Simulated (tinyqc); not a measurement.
Dose and depth of a threshold implant.

Inverse problem. A sheet of D acceptors per cm^2 lies at depth xi inside the depleted layer of a body doped Na. In the depletion approximation VT = Vfb + f2 + q D/Cox + gamma sqrt(f2 + Vsb - q D xi/(eps0 eps_r)), gamma = sqrt(2 eps0 eps_r q Na)/Cox, Cox = eps0 eox/tox. Find gamma, D and xi.

Parameters, values chosen for the exercise; band and dielectric values close to those of silicon:
```
symbol   value   unit                                                                 meaning
eps_r     11.8                                                          relative permittivity
Na      2.4e17  cm^-3                                       acceptor density deep in the body
eox       9.06         relative permittivity of the gate insulator (close to aluminium oxide)
tox         28     nm                                                     insulator thickness
Vfb      -0.98      V                                                       flat-band voltage
f2       0.886      V                                        band bending 2 phiF at threshold
```

Constants: q = 1.602176634e-19 C, eps0 = 8.8541878128e-14 F/cm where lengths are in cm. Results are converted to the units shown.

VT against the source at Vsb = 0 and 1.3 V (V): 1.0893578  1.6460691

Answer. With y^2 = f2 - q D xi/(eps0 eps_r) and d the difference of the thresholds over gamma, sqrt(y^2 + Vsb) - y = d gives y = (Vsb - d^2)/(2 d). The first threshold then gives D, and y^2 gives xi.

gamma = 0.9894 V^0.5
D = 5.700e11 cm^-2
xi = 14.00 nm

Numbers from tinyqc (`OMP_NUM_THREADS=1 python tinyqc.py 2080115 2080116 out.jsonl`; about 0.7 s on one thread of a shared Intel Xeon 2.30GHz).
